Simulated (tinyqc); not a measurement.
From results back to parameters: effective mass of the split-off band from tabulated energies. Two cases, with inputs chosen for the exercise.

Problem. A band follows E (1 + alpha E) = c k^2/m, c = hbar^2/2m0. Its energies at two wave vectors are given.

Constants: hbar^2/2m0 = 3.80998211 eV angstrom^2.
Find: y = c k^2/E; m; alpha.

Method. y = m + m alpha E is a straight line through the two points. A negative alpha means that the band steepens away from the edge, repelled by the bands nearer the gap.

Case 1.

Values chosen (out of a larger set: band of an eight-band Kane model near Ge; not measured data): k12 = (0.0111, 0.0296) 1/angstrom (two wave vectors).

energies (meV): 5.28855  41.66149

Solution.

y = c k^2/E (m0): 0.08876  0.08013
m = 0.0900 m0
alpha = -2.64 1/eV

Case 2.

Values chosen (out of a larger set: band of an eight-band Kane model near InSb; not measured data): k12 = (0.012, 0.032) 1/angstrom (two wave vectors).

energies (meV): 5.22344  38.12030

Solution.

y = c k^2/E (m0): 0.10503  0.10234
m = 0.1055 m0
alpha = -0.78 1/eV

Computed by tinyqc, one run a case: `OMP_NUM_THREADS=1 python tinyqc.py N N+1 out.jsonl` with N = 1851087, 1851225; one thread of a shared Intel(R) Xeon(R) Processor @ 2.30GHz, about 0.01 s a run at most.
